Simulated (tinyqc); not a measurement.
# Interface traps from C-V curves, high-low and Terman methods, step by step

Numbers from tinyqc (`OMP_NUM_THREADS=1 python tinyqc.py 2030084 2030085 out.jsonl`; about 0.01 s on one thread of a shared Intel Xeon 2.30GHz). Printed values are rounded.

MOS capacitor on an n-type substrate; psi is the band bending, negative in depletion; only majority carriers are counted. At the bending psi the Fermi level lies y = xi - psi below the conduction edge at the surface, xi = Vt ln(Nc/Nd). Dit(y) = D0 + D1 exp(-y/E1); traps fill up to the Fermi level, follow the bias and a slow signal, and do not follow a fast one. V is the gate voltage from flat band.

Values chosen for this exercise; band and dielectric values close to those of In0.53Ga0.47As: temperature T = 300 K; relative permittivity eps_r = 13.6; conduction-band density of states at T Nc = 2.13e17 cm^-3; donor density Nd = 2.8e15 cm^-3; equivalent oxide thickness EOT = 28 nm; trap density far from the band edge D0 = 2e11 cm^-2 eV^-1; band-tail density at the conduction edge D1 = 7.4e12 cm^-2 eV^-1; decay energy of the tail E1 = 0.16 eV; points n = 7; deepest band bending pa = -0.33 V; shallowest band bending pb = -0.039 V.

Constants: q = 1.602176634e-19 C, kB = 1.380649e-23 J/K, Vt = kB T/q, eps0 = 8.8541878128e-14 F/cm where lengths are in cm. Results are converted to the units shown.

Range of the model: In a narrow-gap semiconductor minority carriers respond as well once the bending nears the inversion point; they are left out.

## The curves

Cox = 3.9 eps0/EOT, LD = sqrt(eps0 eps_r Vt/(q Nd)), u = psi/Vt, Cd = (eps0 eps_r/(sqrt(2) LD)) |exp(u) - 1|/sqrt(exp(u) - u - 1). Ideal V0 = psi - sqrt(2) (eps0 eps_r Vt/LD) sqrt(exp(u) - u - 1)/Cox for psi < 0; the traps add dV = (q/Cox) times the integral of Dit from 0 to psi = (q/Cox) [D0 psi + D1 E1 exp(-xi/E1) (exp(psi/E1) - 1)]. 1/C_HF = 1/Cox + 1/Cd, 1/C_LF = 1/Cox + 1/(Cd + q Dit). Take n equally spaced psi from pa to pb.

psi, point 0 to 6 (V): [-0.330000, -0.281500, -0.233000, -0.184500, -0.136000, -0.087500, -0.039000]
y, point 0 to 6 (eV): [0.441982, 0.393482, 0.344982, 0.296482, 0.247982, 0.199482, 0.150982]
Dit, point 0 to 6 (cm^-2 eV^-1): [6.67241e11, 8.32683e11, 1.05671e12, 1.36005e12, 1.77081e12, 2.32701e12, 3.08014e12]
V0, point 0 to 6 (V): [-0.476987, -0.416259, -0.354306, -0.290665, -0.224510, -0.154144, -0.075609]
V, point 0 to 6 (V): [-1.22953, -1.12181, -1.00069, -0.86139, -0.69726, -0.49868, -0.25099]
C_HF, point 0 to 6 (nF/cm^2): [24.0007, 25.7240, 27.9286, 30.8975, 35.1859, 41.9166, 53.0773]
C_LF, point 0 to 6 (nF/cm^2): [64.8355, 70.7424, 77.0598, 83.5587, 89.9923, 96.1498, 101.905]
Cox = 123.326 nF/cm^2

At the deepest bending the traps stretch the gate voltage from -0.477 to -1.23 V.

## High-low extraction

q Dit = (1/C_LF - 1/Cox)^(-1) - (1/C_HF - 1/Cox)^(-1) at each point.

Dit by high-low, point 0 to 6 (cm^-2 eV^-1): [6.67241e11, 8.32683e11, 1.05671e12, 1.36005e12, 1.77081e12, 2.32701e12, 3.08014e12]

With a true high-frequency curve this returns Dit exactly.

## Terman extraction

psi at each point follows from C_HF and the ideal curve. Dit = (Cox/q) d(V - V0)/dpsi by central differences over the two neighbours.

Dit by Terman, point 1 to 5 (cm^-2 eV^-1): [8.42417e11, 1.06989e12, 1.37790e12, 1.79497e12, 2.35973e12]

The differences overstate the curved tail; the largest error is 1.4 %, at point 5.
